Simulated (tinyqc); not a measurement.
Expansion against temperature: quasi-harmonic thermal expansion with mode Grueneisen parameters. Computed by tinyqc, a small Python program. Command: `OMP_NUM_THREADS=1 python tinyqc.py 3010837 3010838 out.jsonl qha walk`. One thread of a shared host (Intel(R) Xeon(R) Processor @ 2.30GHz), about 0.03 s of CPU time with the checks.

A crystal with two atoms a cell; per atom there are 1 transverse acoustic (TA), 1/2 longitudinal acoustic (LA) and 3/2 optical (O) modes. Every frequency of group i scales as nu_i (V/V0)^(-gamma_i). Each group has one frequency. Static energy: E = (9 V0 B0/16) [y^3 B' + y^2 (2 - 4 y)], y = (V0/V)^(2/3) - 1, with pressure P_s = (3 B0/2) (z^7 - z^5) [1 + (3/4)(B' - 4)(z^2 - 1)], z = (V0/V)^(1/3).

Inputs (values chosen for the exercise, for a model crystal):
```
quantity,value,unit
static volume V0,18.2,angstrom^3/atom
static bulk modulus B0,53.6,GPa
static B',4.81,-
frequency nu_TA,6.78,THz
frequency nu_LA,16.3,THz
frequency nu_O,26,THz
Grueneisen parameter gamma_TA,-1.5,-
Grueneisen parameter gamma_LA,2,-
Grueneisen parameter gamma_O,0.91,-
```

Acoustic groups: Einstein.

Constants: h x 1 THz = 4.135667696 meV; k_B = 8.617333262e-05 eV/K; 1 eV/angstrom^3 = 160.2176634 GPa.

Method:
- For a mode with x = h nu/(k_B T), n = 1/(exp(x) - 1): U = h nu (n + 1/2), C/k_B = x^2 n (n + 1); U_i and C_i sum these over group i with its weight per atom.
- Phonon pressure P_ph = sum_i gamma_i U_i/V.
- B_T = -V d(P_s + P_ph)/dV at fixed T (central difference, step 1e-4 V); alpha_V = sum gamma_i C_i k_B/(B_T V), all at V(T); the linear coefficient is alpha_L = alpha_V/3.
- V(T) solves P_s + P_ph = 0. The Grueneisen estimate uses C_i, V0 and B0 at the static volume; gamma_th = sum gamma_i C_i / sum C_i is taken at V(T).

Quasi-harmonic results:
```
T (K),V/V0 - 1 (%),B_T (GPa),alpha_L (ppm/K),"alpha_L, Grueneisen estimate",gamma_th
20,1.4128,52.223,-0.0001,-0.0002,-1.5000
40,1.4126,52.223,-0.1220,-0.1374,-1.4998
70,1.4065,52.217,-1.4147,-1.4845,-1.4802
100,1.3863,52.220,-2.9289,-3.0115,-1.3813
150,1.3317,52.248,-3.9427,-4.0363,-1.0530
220,1.2523,52.273,-3.2850,-3.3932,-0.5709
300,1.1908,52.245,-1.7616,-1.8703,-0.2257
450,1.1672,52.062,0.5358,0.4334,0.0512
700,1.2894,51.589,2.3958,2.2801,0.1904
1000,1.5547,50.925,3.2870,3.1352,0.2408
```

What does the comparison show, and why?

alpha_L is negative up to 300 K among these rows and changes sign before 450 K, once the LA and optical groups take up heat. gamma_th moves from -1.50, near gamma_TA = -1.5, to 0.24, near the average over all modes, 0.29, as the stiffer groups take up their share of C. B_T changes by -2.5 % over the table, and at the highest T the estimate at fixed V0 and B0 is off by -4.6 %. In the coldest rows alpha_L is far too small in size, since one frequency a group leaves out the long acoustic waves.

Extremes, crossings and ranges named in words are read from the listed rows.
